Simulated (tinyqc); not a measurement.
Static constant against the gap: interband optics of a two-band s-p chain from momentum matrix elements.

H(k) = [[Es - 2 ts cos ka, 2i V sin ka], [-2i V sin ka, Ep_ + 2 tp cos ka]] in the basis s, p; the lower band is full, with two electrons a cell. The velocity operator times hbar is W = dH/dk (eV angstrom); intra-atomic dipoles are left out.

With w(k) = |<c|W|v>|^2 and D(k) = Ec - Ev, on the mesh k_j = (j + 1/2)/N (2 pi/a): eps(E) = 1 + (8 pi e2/(a Ar)) mean_j (w/D^2) [1/(D - E - i eta) + 1/(D + E + i eta)], e2 = e^2/(4 pi eps0); light polarised along the chains, no local fields.

Constants: e^2/(4 pi eps0) = 14.39964547 eV angstrom; hbar^2/2m0 = 3.80998211 eV angstrom^2.

Values chosen for the exercise: a = 4.31 angstrom (period); Ep_ = -2.39 eV (lower orbital (p)); ts = 0.53 eV (s-s hopping); tp = 0.61 eV (p-p hopping); V = 1.66 eV (s-p hopping); Ar = 10.4 angstrom^2 (cross-section per chain).

Es takes the values listed; mesh of 400 points; the Penn-type estimate is 1 + 8 pi c e2 n_eff/(a Ar Dm^2) with Dm the f-weighted mean of D, f = w/(c D), n_eff = 2 mean(f), c = hbar^2/2m0.

Results:
```
Es (eV)  smallest D (eV)  Dm (eV)  n_eff  eps(0)  estimate
2.97               3.081    5.830  7.275  12.003     7.585
3.27               3.380    6.123  7.055  10.116     6.789
3.77               3.880    6.611  6.710   7.877     5.723
5.27               5.380    8.070  5.817   4.465     3.748
6.27               6.380    9.043  5.324   3.391     3.003
8.27               8.380   10.995  4.529   2.291     2.152
```

Give the missing row, Es (eV) = 4.27.

Computed row:
```
Es (eV)  smallest D (eV)  Dm (eV)  n_eff  eps(0)  estimate
4.27               4.380    7.097  6.390   6.351     4.902
```

eps(0) - 1 falls from 11.003 to 1.291, as Dm^-3.38; a fixed n_eff would give the power -2, and n_eff goes from 7.275 to 4.529. The single-gap estimate is low by 40.2 % of eps(0) - 1 in the first row and 10.7 % in the last, since 1/D^2 favours the smallest separations. n_eff need not equal the 2 electrons of the cell: a two-orbital basis with chosen hoppings does not obey the free-electron sum rule.

tinyqc: `OMP_NUM_THREADS=1 python tinyqc.py 1651619 1651620 out.jsonl`; about 0.01 s, one thread, shared Intel(R) Xeon(R) Processor @ 2.30GHz.
